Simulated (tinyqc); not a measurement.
## Bias-temperature instability, empirical power law with universal recovery: lifetime against voltage

Threshold-voltage shift at the end of a stress: dV = A (V/V0)^g exp[-(Ea q/kB)(1/T - 1/T0)] (t/1 s)^n. After a delay tr the permanent share pp stays and the rest falls by r = 1/(1 + B (tr/t)^be). An empirical model: its parameters are fits, not properties.

The lifetime solves dV = dc; ten years are 3.15576e8 s.

Inputs (values chosen for the exercise): reference stress voltage V0 = 1.4 V; reference temperature T0 = 398 K; shift after 1 s at V0 and T0 A = 8.2 mV; time exponent n = 0.2; voltage exponent g = 6.2; apparent activation energy of the shift Ea = 0.11 eV; use temperature T = 378 K; failure criterion dc = 50 mV.

Constants: q = 1.602176634e-19 C, kB = 1.380649e-23 J/K. Results are converted to the units shown.

Result of one run:

| V (V) | shift after ten years (mV) | lifetime (years) |
|---|---|---|
| 0.71 | 5.149 | 8.632e5 |

What becomes of these results when the use voltage V is changed from 0.71 to 0.83 V, all else the same?

Result of the changed run:

| V (V) | shift after ten years (mV) | lifetime (years) |
|---|---|---|
| 0.83 | 13.56 | 6819 |

The whole series:

| V (V) | shift after ten years (mV) | lifetime (years) |
|---|---|---|
| 0.6 | 1.813 | 1.594e8 |
| 0.71 | 5.149 | 8.632e5 |
| 0.83 | 13.56 | 6819 |
| 0.94 | 29.33 | 143.9 |
| 1.06 | 61.78 | 3.473 |
| 1.17 | 113.9 | 0.1627 |
| 1.29 | 208.7 | 0.007886 |
| 1.4 | 346.7 | 6.240e-4 |

The shift goes as V^6.2 and the lifetime as V^(-31.0): 5 % more voltage adds 35.3 % to the shift and divides the lifetime by 4.54. 4 of the 8 rows pass ten years. For V = 0.6, 0.71, 0.83 the lifetime is a formal extrapolation far beyond any test.

Numbers from tinyqc (`OMP_NUM_THREADS=1 python tinyqc.py 2070134 2070135 out.jsonl`; about 0.01 s on one thread of a shared Intel Xeon 2.30GHz).
